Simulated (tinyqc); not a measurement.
Worked calculation: four-point probe, van der Pauw, Hall and spreading-resistance readings of a semiconductor layer. Computed by tinyqc, a small Python program that keeps every step. Command: `OMP_NUM_THREADS=1 python tinyqc.py 3112107 3112108 out.jsonl probe walk`. One thread of a shared host (Intel(R) Xeon(R) Processor @ 2.30GHz), about 0.01 s of CPU time with the checks. Intermediate numbers are printed to about 7 digits and carried at full precision; extremes and crossings named in words are read from the listed rows.

The layer is uniform and ohmic; contacts are points unless a radius is given.

Inputs (values chosen for the exercise, modelled on n-type silicon): carrier density n = 7.2e+15 1/cm^3; drift mobility mu = 1230 cm^2/(V s); layer thickness t = 900 micrometre; probe spacing s = 0.5 mm; current I = 0.1 mA; radius a of the spreading-resistance contact = 4.1 micrometre.

Backing of the layer: conducting.

Constants: e = 1.602176634e-19 C.

## Resistivity and sheet resistance

rho = 1/(e n mu); R_s = rho/t.

resistivity rho = 0.7047774 ohm cm

sheet resistance R_s = 7.830861 ohm/square

## Four-point voltage

Collinear probes with equal spacing on a layer with conducting backing: images at depth 2 m t give V = (rho I/(2 pi s)) G, G = 1 + 4 sum_(m>=1) (-1)^m [1/sqrt(1 + (2 m u)^2) - 1/sqrt(4 + (2 m u)^2)], u = t/s; the sum runs to m = 20000, with the last term halved. Limits: thick, rho = 2 pi s V/I; thin on an insulator, rho = (pi/ln 2) t V/I.

t/s = 1.8

G = 0.9124042

voltage V = 0.2046866 mV

rho by the thick formula = 0.6430419 ohm cm

rho by the thin formula = 0.8349420 ohm cm

The thick formula is off by -8.8 % and the thin one by +18.5 %. A conducting backing shunts the current, so V lies below the thick value.

## Thickness correction

The last two columns give rho(formula)/rho for rho = 2 pi s V/I and rho = (pi/ln 2) t V/I.

Correction against t/s:
```
t/s             G  thick formula  thin formula
0.1  1.891584e-06   1.891584e-06  1.364489e-07
0.2  3.419503e-03   3.419503e-03  4.933300e-04
0.3  3.787558e-02   3.787558e-02  8.196436e-03
0.5  2.289974e-01   2.289974e-01  8.259336e-02
0.7  4.499332e-01   4.499332e-01  2.271907e-01
1.0  6.833103e-01   6.833103e-01  4.929042e-01
1.5  8.640294e-01   8.640294e-01  9.348982e-01
2.0  9.329361e-01   9.329361e-01  1.345942e+00
3.0  9.775159e-01   9.775159e-01  2.115386e+00
5.0  9.948019e-01   9.948019e-01  3.587990e+00
```

The thin formula, made for an insulating backing, holds nowhere here; the thick one holds to 1 % from t/s = 5.

## Spreading resistance

Flat disc contact with the current density of a half-space: R = (rho/(4 a)) c, c = (4/pi) int_0^infinity K(x t/a) sin(x) J1(x)/x^2 dx for a conducting backing, K = tanh, with the voltage averaged over the disc; c tends to 1 for t >> a.

rho/(4 a) = 429.7423 ohm

factor c = 0.9979898

spreading resistance = 428.8785 ohm

column estimate rho t/(pi a^2) = 120109.4 ohm

## Contact radius against thickness

Compared with (2/pi) arctan(2 t/a) and with the column value 4 t/(pi a).

At the given t:
```
t/a           c  arctan form   column form       R (ohm)
0.1   0.1089104    0.1256659  1.273240e-01  2.132156e-02
0.2   0.2014938    0.2422379  2.546479e-01  7.889350e-02
0.5   0.4149029    0.5000000  6.366198e-01  4.061309e-01
1.0   0.6206754    0.7048328  1.273240e+00  1.215106e+00
2.0   0.7889375    0.8440417  2.546479e+00  3.089030e+00
5.0   0.9124053    0.9365490  6.366198e+00  8.931149e+00
10.0  0.9559563    0.9681955  1.273240e+01  1.871490e+01
30.0  0.9852941    0.9893907  3.819719e+01  5.786775e+01
```

The arctan form misses c by at most about 21 % over these rows; the column form is off by +17 % at t/a = 0.1 and by +105 % at t/a = 1, where the current spreads beyond the disc.

Checks made by the program: G at u = 20 against 1 - 3 eta(3)/(4 u^3), eta(3) = 0.9015427 (relative difference 2e-07); (4/pi) int sin x J1(x)/x^2 dx = 1 (relative difference 3e-05).
